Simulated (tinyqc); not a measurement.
Finite-difference solution of the diffusion equation on a small grid: one step, computed by the program tinyqc. Command: `OMP_NUM_THREADS=1 python tinyqc.py 3013536 3013537 out.jsonl fdiff walk`. One thread of a shared host (Intel(R) Xeon(R) Processor @ 2.30GHz), about 0.01 s of CPU time with the checks.

dC/dt = D d2C/dx2 on nodes x_j = j dx, j = 0..11; the far end is sealed.

Question. Time step 1. With r = D dt/dx^2: (1 - theta r M) C(new) = (1 + (1 - theta) r M) C(old); theta = 0 explicit, 1 implicit, 1/2 Crank-Nicolson.

Boundary at x = 0: fixed surface value. Scheme: explicit.

operator M:
```
    0   1   2   3   4   5   6   7
0   0   0   0   0   0   0   0   0
1   1  -2   1   0   0   0   0   0
2   0   1  -2   1   0   0   0   0
3   0   0   1  -2   1   0   0   0
4   0   0   0   1  -2   1   0   0
5   0   0   0   0   1  -2   1   0
6   0   0   0   0   0   1  -2   1
7   0   0   0   0   0   0   1  -2
8   0   0   0   0   0   0   0   1
9   0   0   0   0   0   0   0   0
10  0   0   0   0   0   0   0   0
11  0   0   0   0   0   0   0   0

     8   9  10  11
0    0   0   0   0
1    0   0   0   0
2    0   0   0   0
3    0   0   0   0
4    0   0   0   0
5    0   0   0   0
6    0   0   0   0
7    1   0   0   0
8   -2   1   0   0
9    1  -2   1   0
10   0   1  -2   1
11   0   0   2  -2
```

mesh ratio r = 0.18048

C at the start (%): 85  0  0  0  0  0  0  0  0  0  0  0

Give: C after step 1.

Answer.

C after step 1 (%): 85.0000  15.3408  0.0000  0.0000  0.0000  0.0000  0.0000  0.0000  0.0000  0.0000  0.0000  0.0000
